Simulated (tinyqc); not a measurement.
Short-period [001] superlattice in sp3s* tight binding: one step. Levels of the small cell. Three cases, with inputs chosen for the exercise.

Task: Diagonalise (s, pz, s* block of a cell with n = 2, m = 1; px and py are apart). The lowest 6 levels are filled. Give the share of the cation weight of the lowest empty level that lies on the A cations, c1 and c2.

Case 1.

H (eV), rows sa1, za1, *a1, sc1, zc1, *c1, sa2, za2, *a2, sc2, zc2, *c2, sa3, za3, *a3, sc3, zc3, *c3 and columns alike:
```
[[-8.18085, 0, 0, -3.22750, 2.24550, 0, 0, 0, 0, 0, 0, 0, 0, 0, 0, -3.32750, -2.56100, 0],
 [0, 0.75165, 0, -2.89450, 0.97550, -2.39800, 0, 0, 0, 0, 0, 0, 0, 0, 0, 2.74300, 0.94000, 2.50350],
 [0, 0, 7.75715, 0, 2.41450, 0, 0, 0, 0, 0, 0, 0, 0, 0, 0, 0, -2.26650, 0],
 [-3.22750, -2.89450, 0, -2.65666, 0, 0, -3.22750, 2.89450, 0, 0, 0, 0, 0, 0, 0, 0, 0, 0],
 [2.24550, 0.97550, 2.41450, 0, 3.66234, 0, -2.24550, 0.97550, -2.41450, 0, 0, 0, 0, 0, 0, 0, 0, 0],
 [0, -2.39800, 0, 0, 0, 6.71934, 0, 2.39800, 0, 0, 0, 0, 0, 0, 0, 0, 0, 0],
 [0, 0, 0, -3.22750, -2.24550, 0, -8.32866, 0, 0, -3.22750, 2.24550, 0, 0, 0, 0, 0, 0, 0],
 [0, 0, 0, 2.89450, 0.97550, 2.39800, 0, 1.03934, 0, -2.89450, 0.97550, -2.39800, 0, 0, 0, 0, 0, 0],
 [0, 0, 0, 0, -2.41450, 0, 0, 0, 8.57134, 0, 2.41450, 0, 0, 0, 0, 0, 0, 0],
 [0, 0, 0, 0, 0, 0, -3.22750, -2.89450, 0, -2.65666, 0, 0, -3.22750, 2.89450, 0, 0, 0, 0],
 [0, 0, 0, 0, 0, 0, 2.24550, 0.97550, 2.41450, 0, 3.66234, 0, -2.24550, 0.97550, -2.41450, 0, 0, 0],
 [0, 0, 0, 0, 0, 0, 0, -2.39800, 0, 0, 0, 6.71934, 0, 2.39800, 0, 0, 0, 0],
 [0, 0, 0, 0, 0, 0, 0, 0, 0, -3.22750, -2.24550, 0, -8.18085, 0, 0, -3.32750, 2.56100, 0],
 [0, 0, 0, 0, 0, 0, 0, 0, 0, 2.89450, 0.97550, 2.39800, 0, 0.75165, 0, -2.74300, 0.94000, -2.50350],
 [0, 0, 0, 0, 0, 0, 0, 0, 0, 0, -2.41450, 0, 0, 0, 7.75715, 0, 2.26650, 0],
 [-3.32750, 2.74300, 0, 0, 0, 0, 0, 0, 0, 0, 0, 0, -3.32750, -2.74300, 0, -1.68203, 0, 0],
 [-2.56100, 0.94000, -2.26650, 0, 0, 0, 0, 0, 0, 0, 0, 0, 2.56100, 0.94000, 2.26650, 0, 3.07197, 0],
 [0, 2.50350, 0, 0, 0, 0, 0, 0, 0, 0, 0, 0, 0, -2.50350, 0, 0, 0, 6.19997]]
```

Case 2.

H (eV), rows sa1, za1, *a1, sc1, zc1, *c1, sa2, za2, *a2, sc2, zc2, *c2, sa3, za3, *a3, sc3, zc3, *c3 and columns alike:
```
[[-8.19352, 0, 0, -3.22450, 2.24350, 0, 0, 0, 0, 0, 0, 0, 0, 0, 0, -3.33900, -2.55300, 0],
 [0, 0.75748, 0, -2.89300, 0.97750, -2.40500, 0, 0, 0, 0, 0, 0, 0, 0, 0, 2.74350, 0.94100, 2.49300],
 [0, 0, 7.77198, 0, 2.41400, 0, 0, 0, 0, 0, 0, 0, 0, 0, 0, 0, -2.25850, 0],
 [-3.22450, -2.89300, 0, -2.66466, 0, 0, -3.22450, 2.89300, 0, 0, 0, 0, 0, 0, 0, 0, 0, 0],
 [2.24350, 0.97750, 2.41400, 0, 3.67734, 0, -2.24350, 0.97750, -2.41400, 0, 0, 0, 0, 0, 0, 0, 0, 0],
 [0, -2.40500, 0, 0, 0, 6.72834, 0, 2.40500, 0, 0, 0, 0, 0, 0, 0, 0, 0, 0],
 [0, 0, 0, -3.22450, -2.24350, 0, -8.35066, 0, 0, -3.22450, 2.24350, 0, 0, 0, 0, 0, 0, 0],
 [0, 0, 0, 2.89300, 0.97750, 2.40500, 0, 1.03934, 0, -2.89300, 0.97750, -2.40500, 0, 0, 0, 0, 0, 0],
 [0, 0, 0, 0, -2.41400, 0, 0, 0, 8.57734, 0, 2.41400, 0, 0, 0, 0, 0, 0, 0],
 [0, 0, 0, 0, 0, 0, -3.22450, -2.89300, 0, -2.66466, 0, 0, -3.22450, 2.89300, 0, 0, 0, 0],
 [0, 0, 0, 0, 0, 0, 2.24350, 0.97750, 2.41400, 0, 3.67734, 0, -2.24350, 0.97750, -2.41400, 0, 0, 0],
 [0, 0, 0, 0, 0, 0, 0, -2.40500, 0, 0, 0, 6.72834, 0, 2.40500, 0, 0, 0, 0],
 [0, 0, 0, 0, 0, 0, 0, 0, 0, -3.22450, -2.24350, 0, -8.19352, 0, 0, -3.33900, 2.55300, 0],
 [0, 0, 0, 0, 0, 0, 0, 0, 0, 2.89300, 0.97750, 2.40500, 0, 0.75748, 0, -2.74350, 0.94100, -2.49300],
 [0, 0, 0, 0, 0, 0, 0, 0, 0, 0, -2.41400, 0, 0, 0, 7.77198, 0, 2.25850, 0],
 [-3.33900, 2.74350, 0, 0, 0, 0, 0, 0, 0, 0, 0, 0, -3.33900, -2.74350, 0, -1.66638, 0, 0],
 [-2.55300, 0.94100, -2.25850, 0, 0, 0, 0, 0, 0, 0, 0, 0, 2.55300, 0.94100, 2.25850, 0, 3.08362, 0],
 [0, 2.49300, 0, 0, 0, 0, 0, 0, 0, 0, 0, 0, 0, -2.49300, 0, 0, 0, 6.20262]]
```

Case 3.

H (eV), rows sa1, za1, *a1, sc1, zc1, *c1, sa2, za2, *a2, sc2, zc2, *c2, sa3, za3, *a3, sc3, zc3, *c3 and columns alike:
```
[[-9.06550, 0, 0, -2.79500, 1.52150, 0, 0, 0, 0, 0, 0, 0, 0, 0, 0, -3.21750, -2.24550, 0],
 [0, 0.85700, 0, -2.71900, 0.91850, -1.95950, 0, 0, 0, 0, 0, 0, 0, 0, 0, 2.89350, 0.97650, 2.41000],
 [0, 0, 7.89450, 0, 1.68750, 0, 0, 0, 0, 0, 0, 0, 0, 0, 0, 0, -2.42000, 0],
 [-2.79500, -2.71900, 0, -2.72547, 0, 0, -2.79500, 2.71900, 0, 0, 0, 0, 0, 0, 0, 0, 0, 0],
 [1.52150, 0.91850, 1.68750, 0, 3.72253, 0, -1.52150, 0.91850, -1.68750, 0, 0, 0, 0, 0, 0, 0, 0, 0],
 [0, -1.95950, 0, 0, 0, 6.72753, 0, 1.95950, 0, 0, 0, 0, 0, 0, 0, 0, 0, 0],
 [0, 0, 0, -2.79500, -1.52150, 0, -9.56347, 0, 0, -2.79500, 1.52150, 0, 0, 0, 0, 0, 0, 0],
 [0, 0, 0, 2.71900, 0.91850, 1.95950, 0, 0.90653, 0, -2.71900, 0.91850, -1.95950, 0, 0, 0, 0, 0, 0],
 [0, 0, 0, 0, -1.68750, 0, 0, 0, 7.42653, 0, 1.68750, 0, 0, 0, 0, 0, 0, 0],
 [0, 0, 0, 0, 0, 0, -2.79500, -2.71900, 0, -2.72547, 0, 0, -2.79500, 2.71900, 0, 0, 0, 0],
 [0, 0, 0, 0, 0, 0, 1.52150, 0.91850, 1.68750, 0, 3.72253, 0, -1.52150, 0.91850, -1.68750, 0, 0, 0],
 [0, 0, 0, 0, 0, 0, 0, -1.95950, 0, 0, 0, 6.72753, 0, 1.95950, 0, 0, 0, 0],
 [0, 0, 0, 0, 0, 0, 0, 0, 0, -2.79500, -1.52150, 0, -9.06550, 0, 0, -3.21750, 2.24550, 0],
 [0, 0, 0, 0, 0, 0, 0, 0, 0, 2.71900, 0.91850, 1.95950, 0, 0.85700, 0, -2.89350, 0.97650, -2.41000],
 [0, 0, 0, 0, 0, 0, 0, 0, 0, 0, -1.68750, 0, 0, 0, 7.89450, 0, 2.42000, 0],
 [-3.21750, 2.89350, 0, 0, 0, 0, 0, 0, 0, 0, 0, 0, -3.21750, -2.89350, 0, -2.88253, 0, 0],
 [-2.24550, 0.97650, -2.42000, 0, 0, 0, 0, 0, 0, 0, 0, 0, 2.24550, 0.97650, 2.42000, 0, 3.44647, 0],
 [0, 2.41000, 0, 0, 0, 0, 0, 0, 0, 0, 0, 0, 0, -2.41000, 0, 0, 0, 6.51347]]
```

Give: levels; share on A cations.

Result:

Case 1.

levels (eV): [-12.449, -11.090, -10.892, -5.826, -5.504, -0.171, 1.808, 2.179, 2.210, 2.711, 2.770, 4.490, 6.547, 8.002, 9.267, 9.426, 10.446, 11.055]

share on A cations = 0.830

The lowest empty level is number 7, at 1.808 eV.

Case 2.

levels (eV): [-12.463, -11.093, -10.907, -5.829, -5.496, -0.167, 1.801, 2.189, 2.223, 2.704, 2.786, 4.504, 6.552, 8.014, 9.267, 9.441, 10.450, 11.064]

share on A cations = 0.832

The lowest empty level is number 7, at 1.801 eV.

Case 3.

levels (eV): [-12.727, -11.302, -11.101, -5.690, -5.613, -0.080, 0.676, 2.247, 2.462, 2.701, 2.703, 4.588, 6.673, 7.717, 8.704, 8.992, 9.403, 10.316]

share on A cations = 0.739

The lowest empty level is number 7, at 0.676 eV.

Computed by tinyqc, one run a case: `OMP_NUM_THREADS=1 python tinyqc.py N N+1 out.jsonl` with N = 1480558, 1481027, 1481187; one thread of a shared Intel(R) Xeon(R) Processor @ 2.30GHz, about 0.4 s a run at most.
